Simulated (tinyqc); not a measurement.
From results back to parameters: Lorentz oscillators and the Kramers-Kronig relations. Two cases, with inputs chosen for the exercise.

Problem. At normal incidence from vacuum the amplitude r = (1 - N)/(1 + N) with N = n + i k is written r = -sqrt(R) exp(i theta). R and the phase theta are given.

Find: n; k; eps1; eps2.

Method. N = (1 - r)/(1 + r) = (1 + sqrt(R) exp(i theta))/(1 - sqrt(R) exp(i theta)); eps = N^2.

Case 1.

R = 0.856162
theta = 0.985629 rad

Solution.

n = 0.172
k = 1.850
eps1 = -3.39
eps2 = 0.64

Case 2.

R = 0.013213
theta = 0.036252 rad

Solution.

n = 1.260
k = 0.011
eps1 = 1.59
eps2 = 0.03

Computed by tinyqc, one run a case: `OMP_NUM_THREADS=1 python tinyqc.py N N+1 out.jsonl` with N = 1682345, 1682354; one thread of a shared Intel(R) Xeon(R) Processor @ 2.30GHz, about 0.2 s a run at most.
